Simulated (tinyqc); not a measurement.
What moves the results: Boltzmann transport in a parabolic band with a power-law relaxation time. A value that a table varies takes the place of the one given here.

F_j(eta) = (1/Gamma(j + 1)) integral_0^infinity x^j dx/(1 + exp(x - eta)), which tends to exp(eta) for eta << 0.

n = N F_1/2(eta) with N = 2 (m kB T/(4 pi c))^(3/2) with c = hbar^2/2m0, in 1/angstrom^3; times 1e24 for 1/cm^3, m = md.

tau = tau0 x^r with x = E/kT. With K_j = Gamma(j + 1) F_j(eta): <tau> = tau0 (r + 3/2) K_(r+1/2)/((3/2) K_(1/2)); mu = <tau>/(mc m0/e), m0/e = 5.685630e-12 kg/C; Hall factor rH = (3/2) K_(1/2) (2r + 3/2) K_(2r+1/2)/((r + 3/2) K_(r+1/2))^2; Seebeck S = -(kB/e) [(r + 5/2) K_(r+3/2)/((r + 3/2) K_(r+1/2)) - eta]; Lorenz number L = (kB/e)^2 [(r + 7/2) K_(r+5/2)/((r + 3/2) K_(r+1/2)) - ((r + 5/2) K_(r+3/2)/((r + 3/2) K_(r+1/2)))^2]; kB/e in V/K. Valley anisotropy is left out of rH.

Constants: hbar^2/2m0 = 3.80998211 eV angstrom^2; kB = 8.617333262e-05 eV/K.

Values chosen for the exercise (masses near those of Ge; tau0 is set for a mobility of the usual size at this n, kL is a free input; freeze-out and phonon drag, which matter near 77 K, are left out; not measured data):
- md = 0.551 m0 (density-of-states mass)
- mc = 0.121 m0 (conductivity mass)
- tau0 = 79 fs (tau at E = kT)
- r = 0.5 (exponent of tau)
- T = 200 K
- kL = 49 W/(m K) (lattice thermal conductivity)
- ta = 120 fs (acoustic tau at E = kT and 300 K)
- ti = 330 fs (impurity tau at E = kT and 300 K)
- n = 3e+17 1/cm^3 (electron density)

## Doping: the thermoelectric optimum

tau0 is held fixed. sigma = e n mu with e = 1.602176634e-19 C; ZT = S^2 sigma T/(kL + L sigma T).

Results:

| n (1/cm^3) | eta | mu (cm^2/(V s)) | sigma (S/cm) | rH | S (microvolt/K) | L (1e-8) | S^2 sigma (mW/(m K^2)) | ZT |
|---|---|---|---|---|---|---|---|---|
| 6.0e+16 | -4.53 | 1.73e+03 | 16.6 | 1.104 | -649 | 2.228 | 0.701 | 0.0029 |
| 2.0e+17 | -3.32 | 1.73e+03 | 55.6 | 1.103 | -546 | 2.228 | 1.65 | 0.0067 |
| 6.0e+17 | -2.19 | 1.75e+03 | 168 | 1.101 | -451 | 2.228 | 3.42 | 0.014 |
| 2.0e+18 | -0.90 | 1.79e+03 | 574 | 1.094 | -348 | 2.228 | 6.94 | 0.028 |
| 3.0e+18 | -0.43 | 1.82e+03 | 875 | 1.089 | -313 | 2.229 | 8.59 | 0.035 |
| 7.0e+18 | 0.66 | 1.93e+03 | 2.17e+03 | 1.073 | -242 | 2.234 | 12.7 | 0.051 |
| 1.0e+19 | 1.20 | 2.01e+03 | 3.22e+03 | 1.065 | -213 | 2.240 | 14.7 | 0.058 |
| 3.0e+19 | 3.46 | 2.44e+03 | 1.17e+04 | 1.034 | -131 | 2.283 | 20.3 | 0.075 |
| 6.0e+19 | 5.74 | 2.91e+03 | 2.80e+04 | 1.018 | -90 | 2.333 | 22.7 | 0.073 |
| 1.0e+20 | 8.17 | 3.38e+03 | 5.42e+04 | 1.010 | -66 | 2.372 | 23.7 | 0.063 |

What does this show, and why?

|S| falls by 198 microvolt/K from the first to the third row (198 a decade in the non-degenerate range; holes, which count near the intrinsic density, and non-parabolicity are left out). The power factor still rises at the last row, because tau grows with the Fermi energy for this r; ZT is largest at 3e+19 1/cm^3 (eta = 3.46). mu changes by a factor 1.95 over the table and rH goes from 1.104 to 1.010. A real tau0 would fall with doping.

## The scattering mechanism

eta = -2.90541

Same eta for each exponent.

Results:

| r | mechanism | <tau>/tau0 | rH | S (microvolt/K) | L (1e-8 W ohm/K^2) |
|---|---|---|---|---|---|
| -0.5 | acoustic phonons | 0.746 | 1.174 | -425.0 | 1.495 |
| 0.0 | a constant relaxation time | 1.000 | 1.000 | -467.8 | 1.861 |
| 0.5 | polar optical or piezoelectric scattering | 1.513 | 1.103 | -510.6 | 2.228 |
| 1.5 | ionised impurities | 4.569 | 1.918 | -596.2 | 2.965 |

How do the results move?

From r = -1/2 to 3/2 |S| grows by 171.2 microvolt/K, against 2 kB/e = 172.3 in the non-degenerate limit: scattering that favours fast electrons raises the mean energy carried. rH is 1 only for constant tau and reaches 1.918 for r = 3/2; L spans 1.495 to 2.965 against the metallic 2.443.

## Mobility against temperature (two scattering mechanisms together, and the Matthiessen rule)

Non-degenerate electrons. 1/tau(x) = x^(1/2)/tA + 1/(tI x^(3/2)), x = E/kT, with tA = ta (T/300)^(-3/2) and tI = ti (T/300)^(3/2) (the screening logarithm is held fixed). <tau> = integral x^(3/2) tau exp(-x) dx/Gamma(5/2); mu = <tau>/(mc m0/e), m0/e = 5.685630e-12 kg/C. Matthiessen: 1/mu = 1/muA + 1/muI with <tau>A = tA Gamma(2)/Gamma(5/2), <tau>I = tI Gamma(4)/Gamma(5/2).

rH = <tau^2>/<tau>^2. ta and ti are inputs of their own, not tied to tau0.

Mobilities (cm^2/(V s)):

| T (K) | acoustic | impurity | Matthiessen | exact | rH | Matthiessen/exact |
|---|---|---|---|---|---|---|
| 40 | 2.70e+04 | 1.05e+03 | 1.01e+03 | 943 | 1.688 | 1.075 |
| 60 | 1.47e+04 | 1.94e+03 | 1.71e+03 | 1.44e+03 | 1.463 | 1.189 |
| 80 | 9.53e+03 | 2.98e+03 | 2.27e+03 | 1.74e+03 | 1.300 | 1.305 |
| 120 | 5.19e+03 | 5.48e+03 | 2.66e+03 | 1.88e+03 | 1.129 | 1.421 |
| 160 | 3.37e+03 | 8.43e+03 | 2.41e+03 | 1.72e+03 | 1.061 | 1.397 |
| 220 | 2.09e+03 | 1.36e+04 | 1.81e+03 | 1.40e+03 | 1.031 | 1.296 |
| 300 | 1.31e+03 | 2.17e+04 | 1.24e+03 | 1.04e+03 | 1.034 | 1.190 |
| 400 | 852 | 3.33e+04 | 831 | 745 | 1.053 | 1.115 |
| 550 | 529 | 5.37e+04 | 523 | 493 | 1.082 | 1.062 |

How do the results move?

The exact mobility peaks at 120 K of those listed. The two mechanisms are equal between 80 and 120 K. The rule overestimates everywhere, most at 120 K (by 42 %), since impurities stop the slow electrons and phonons the fast ones. rH runs between 1.031 and 1.688; the pure limits are 1.178 and 1.933, and the mixture dips below both, since the opposite energy slopes of the two rates leave tau nearly constant. Optical and intervalley phonons, left out, lower real mobilities above about 150 K.

## What moves the coefficients

sigma = e n mu with e = 1.602176634e-19 C; ZT = S^2 sigma T/(kL + L sigma T). Each row changes one parameter from the base and keeps the others.

Results:

| case | mu (cm^2/(V s)) | sigma (S/cm) | S (microvolt/K) | ZT |
|---|---|---|---|---|
| base | 1737 | 83.50 | -510.6 | 0.00888 |
| md = 0.716 m0 | 1734 | 83.35 | -544.5 | 0.0101 |
| mc = 0.1573 m0 | 1336 | 64.23 | -510.6 | 0.00683 |
| n = 6e+17 1/cm^3 | 1747 | 167.9 | -451.0 | 0.0139 |
| tau0 = 118.5 fs | 2606 | 125.3 | -510.6 | 0.0133 |
| kL = 24.5 W/(m K) | 1737 | 83.50 | -510.6 | 0.0177 |
| T = 250 K | 1735 | 83.37 | -539.4 | 0.0124 |

How do the results move?

The largest shifts from the base row, up to three for each result and ties (the steps differ in size, so this ranks the rows, not the parameters). mu (cm^2/(V s)): tau0 +869, mc -401, n +9.49; unchanged at the printed digits by kL. sigma (S/cm): n +84.4, tau0 +41.8, mc -19.3; unchanged at the printed digits by kL. S (microvolt/K): n +59.6, md -33.8, T -28.8; unchanged at the printed digits by mc, tau0 and kL. ZT: kL +0.00887, n +0.00504, tau0 +0.00443. The row for T keeps tau0 fixed; for phonon scattering tau0 itself falls as T rises.

Computed by tinyqc, a small Python program: `OMP_NUM_THREADS=1 python tinyqc.py 1650509 1650510 out.jsonl` (the numbers bound the seed that draws the inputs); one thread of a shared host (Intel(R) Xeon(R) Processor @ 2.30GHz), about 0.01 s for the whole set of steps.
